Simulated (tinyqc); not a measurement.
Conversion gain and read noise from the photon-transfer curve.

Inverse problem. Temporal variance = CG x mean output + vn^2 (dark signal removed), CG = q As/Cf. Find CG, vn, the read noise in electrons and Cf.

Parameters, values chosen for the exercise: source-follower gain As = 0.89.

Constants: q = 1.602176634e-19 C. Results are converted to the units shown.

temporal variance at mean outputs of 82 and 490 mV (mV^2): [11.81569300, 70.58158991]

Solution. Poisson statistics make the slope equal to CG; the intercept is vn^2.

CG = 144.0 uV/electron
vn = 70.00 uV
read noise = 0.4860 electrons
Cf = 0.9900 fF

Numbers from tinyqc (`OMP_NUM_THREADS=1 python tinyqc.py 2630126 2630127 out.jsonl`; about 0.01 s on one thread of a shared Intel Xeon 2.30GHz).
